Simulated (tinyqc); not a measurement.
Tunnelling through a gate dielectric with the two-band (Franz) dispersion, WKB transmission and Tsu-Esaki current: effect of temperature.

Electrons leave the emitter at x = 0. Energies E (motion across the layers) are in eV from the emitter Fermi level; the collector Fermi level lies at -V and offers states at every E. No charge in the dielectric and no image force: F1 = V/t1, U = phi1 - F1 x. With C = hbar^2/(2 m0), kappa = sqrt(m u (1 - u/Egx)/C), u = U - E where U > E and 0 elsewhere; T(E) = exp(-S), S = 2 times the integral of kappa over x.

Each layer adds (2/F) sqrt(m/C) [G(u at its left edge) - G(u at its right edge)] to S, with u = U - E (0 where negative) and G(u) = Egx^1.5 (th - sin(4 th)/4)/4, th = arcsin sqrt(u/Egx). J = J0 times the integral of T(E) N(E) dE, N = ln[(1 + exp(-E/Vt))/(1 + exp((-E - V)/Vt))], J0 = q^2 me m0 kB T/(2 pi^2 hbar^3) (times 1e-4 for A/cm^2 per eV), from E = -Ef to far above the barrier (T = 1 there), by quadrature converged to the digits shown. The share over the barrier is that of energies above the highest band edge; 0 means below 1e-6 %.

Parameters, values chosen for the exercise; dielectric values close to those of hafnium oxide: Fermi energy of the emitter above its band bottom Ef = 0.39 eV; emitter mass in the supply function me = 1 m0; barrier of layer 1 above the emitter Fermi level at zero bias phi1 = 1.56 eV; tunnelling mass of layer 1 m1 = 0.19 m0; thickness of layer 1 t1 = 7.5 nm; gap parameter of the two-band dispersion, set freely Egx = 4.9 eV; voltage across the dielectric V = 2.9 V.

Constants: q = 1.602176634e-19 C, kB = 1.380649e-23 J/K, hbar = 1.054571817e-34 J s, m0 = 9.1093837015e-31 kg, Vt = kB T/q, hbar^2/(2 m0) = 0.0380998212 eV nm^2. Results are converted to the units shown.

Result of one run:
```
T (K)  J (A/cm^2)  mean E of the current (eV)  share over the barrier (%)
600         312.4                    -0.01420                     1.09e-6
```

What becomes of these results when the temperature T is changed from 600 to 300 K, all else the same?

Result of the changed run:
```
T (K)  J (A/cm^2)  mean E of the current (eV)  share over the barrier (%)
300         175.1                     -0.1204                           0
```

The whole series:
```
T (K)  J (A/cm^2)  mean E of the current (eV)  share over the barrier (%)
50          147.9                     -0.1463                           0
100         150.0                     -0.1442                           0
200         158.8                     -0.1356                           0
300         175.1                     -0.1204                           0
400         201.6                    -0.09710                           0
500         243.9                    -0.06307                           0
600         312.4                    -0.01420                     1.09e-6
750         516.0                     0.09954                     4.31e-4
```

Between 50 and 300 K the current changes by a factor of 1.18, and between 300 and 750 K by 2.95; the mean energy of the current rises from -0.146 to 0.0995 eV. The transmission grows by a factor e over d = 0.0840 eV near E = 0, equal to kB T/q at 974 K: far below that temperature the thermal tail adds little.

tinyqc, about 0.03 s, one thread, Intel Xeon 2.30GHz (shared host): `OMP_NUM_THREADS=1 python tinyqc.py 2540148 2540149 out.jsonl`
